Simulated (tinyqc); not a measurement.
# Convergence with the number of cells

Model: heat flow across a film from the phonon Boltzmann equation in the relaxation-time approximation. Computed by tinyqc, a small Python program. Command: `OMP_NUM_THREADS=1 python tinyqc.py 3028941 3028942 out.jsonl slabbte sweep`. One thread of a shared host (Intel(R) Xeon(R) Processor @ 2.30GHz), about 0.04 s of CPU time with the checks.

Two black walls, hot at x = 0 and cold at x = L, emit phonons isotropically. For one free path Lambda, with tau = x/Lambda, tau_L = L/Lambda and phi = (T - T_cold)/Delta T, energy balance gives phi(tau) = (1/2) [E2(tau) + int_0^tau_L phi(s) E1(|tau - s|) ds]; E_n are the exponential integrals. The flux over the ballistic flux C v Delta T/4 is psi = 1 - 2 int_0^tau_L phi(s) E2(s) ds, and kappa_eff/kappa = (3/4) tau_L psi. kappa = C v Lambda/3 is an input, so at fixed kappa a longer free path means a smaller C v.

Inputs (values chosen for the exercise, modelled on indium phosphide): film thickness L = 13 nm; free path Lambda_1 = 80 nm.

Free-path groups: one.

Method:
- Cut the film into n equal cells with constant phi, collocated at the centres c_i: the kernel integrates to A_ij = |E2(|c_i - e_j|) - E2(|c_i - e_(j+1)|)|/2 for cell edges e_j, and A_ii = 1 - E2(half a cell); solve (1 - A) phi = E2(c)/2; psi = 1 - 2 sum_j phi_j [E3(e_j) - E3(e_(j+1))].
- In short, (1 - A) phi = b and psi = 1 - 2 sum_j w_j phi_j, with b the right-hand side and w_j the flux weights; the cells divide 0 to tau_L.
- Use 150 and 300 cells and extrapolate psi = (4 psi(300) - psi(150))/3. The jump at the hot wall is 1 - phi there (linear extrapolation from the first two of 300 cells). Two-flux (diffusion with slip) formula: psi = 1/(1 + 3 tau_L/4).

One run for each value:
```
cells n in the small system,"psi, small system",psi for Lambda_1
2,0.87312,0.87262
3,0.87285,0.87262
4,0.87275,0.87262
6,0.87268,0.87262
8,0.87265,0.87262
12,0.87263,0.87262
20,0.87262,0.87262
40,0.87262,0.87262
```

What does the table show, and why?

Over the rows, psi, small system falls from 0.87312 to 0.87262; psi for Lambda_1 does not change. The error of psi falls from 0.058 % to 0.0002 %; a cell must be thin against the free path.
